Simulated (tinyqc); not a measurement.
Error from band bending against le.

In A the levels shift by pb (1 - z/W)^2 for z < W. The signal from depth z is weighted by exp(-z/le)/le, so the centroid shifts by pb [1 - 2/a + (2/a^2)(1 - exp(-a))], a = W/le, and the error of iA against its value at the interface is that less pb.

Parameters, values chosen for the exercise: band bending in A at the interface pb = 0.25 V; width of the bent region W = 61 nm.

Result of one run:

| le (nm) | a | centroid shift (eV) | error (meV) |
|---|---|---|---|
| 10.6 | 5.7547 | 0.17817 | -71.835 |

What becomes of these results when the escape depth le is changed from 10.6 to 12 nm, all else the same?

Result of the changed run:

| le (nm) | a | centroid shift (eV) | error (meV) |
|---|---|---|---|
| 12 | 5.0833 | 0.17087 | -79.131 |

The whole series:

| le (nm) | a | centroid shift (eV) | error (meV) |
|---|---|---|---|
| 0.5 | 122.00 | 0.24594 | -4.0648 |
| 1.9 | 32.105 | 0.23491 | -15.089 |
| 3.4 | 17.941 | 0.22368 | -26.316 |
| 4.8 | 12.708 | 0.21375 | -36.248 |
| 6.2 | 9.8387 | 0.20435 | -45.655 |
| 7.7 | 7.9221 | 0.19485 | -55.151 |
| 9.1 | 6.7033 | 0.18652 | -63.476 |
| 10.6 | 5.7547 | 0.17817 | -71.835 |
| 12 | 5.0833 | 0.17087 | -79.131 |

The size of the error rises from 4.06 to 79.1 meV; for large a it is 2 |pb|/a. It is below 50 meV, a typical accuracy of the method, in 5 of the 9 rows. Heavily doped substrates and deep-probing photons need the correction.

Numbers from tinyqc (`OMP_NUM_THREADS=1 python tinyqc.py 2410002 2410003 out.jsonl`; about 0.01 s on one thread of a shared Intel Xeon 2.30GHz).
